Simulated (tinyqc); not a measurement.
Metal-interlayer-semiconductor contact, depinning against tunnelling resistance: one step of the calculation.

Zero bias, n-type semiconductor. Gap states at the semiconductor surface thin out as exp(-be ti), which unpins the barrier; electrons must then cross the interlayer (a rectangular barrier, no voltage drop across it) and the parabolic depleted layer, both by WKB. Energies E are counted from the Fermi level; no image force, parabolic bands.

Problem. Pinning, barrier and scales. S = 1/(1 + (1/S0 - 1) exp(-be ti)); phiB = S (phiM - chi) + (1 - S)(Eg - E0); xi = Ec - EF deep inside, from Nd = Nc F(-xi/Vt), F(x) = (2/sqrt(pi)) int_0^infinity sqrt(u) du/(1 + exp(u - x)); band bending U = phiB - xi; E00 = (hbar/2) sqrt(Nd/(eps0 eps_r mt m0)) in volts; A = 4 pi q mA m0 kB^2/h^3.

Parameters, values chosen for the exercise; semiconductor values close to those of 4H silicon carbide; interlayer mass of the order of that in hafnium oxide, offset chosen freely: temperature T = 300 K; band gap Eg = 3.25 eV; relative permittivity eps_r = 10.1; electron affinity chi = 3.46 eV; conduction-band density of states at T Nc = 1.7e19 cm^-3; tunnelling mass in the semiconductor mt = 0.204 m0; Richardson mass mA = 0.366 m0; donor density Nd = 2.9e19 cm^-3; charge-neutrality level above the valence band E0 = 1.9 eV; pinning factor without interlayer S0 = 0.64; metal work function phiM = 3.82 eV; interlayer thickness ti = 1.3 nm; decay constant of gap states through the interlayer be = 2.4 1/nm.

Constants: q = 1.602176634e-19 C, kB = 1.380649e-23 J/K, eps0 = 8.8541878128e-12 F/m, hbar = 1.054571817e-34 J s, h = 6.62607015e-34 J s, m0 = 9.1093837015e-31 kg, Vt = kB T/q. Results are converted to the units shown.

Give: S; phiB; xi; U; E00; A.

Solution.

S = 0.9758
phiB = 0.3840 eV
xi = -0.02904 eV
U = 0.4130 eV
E00 = 0.06965 eV
A = 43.98 A/(cm^2 K^2)

Range of the model: The depletion charge would drop about 0.14 V across such an interlayer (eps_r near 20) at ti = 1.3 nm and Nd = 2.9e19 cm^-3, against a band bending of 0.41 V; this model leaves that drop out.

Program tinyqc, `OMP_NUM_THREADS=1 python tinyqc.py 2270014 2270015 out.jsonl`; Intel Xeon 2.30GHz, shared host, one thread, about 0.02 s.
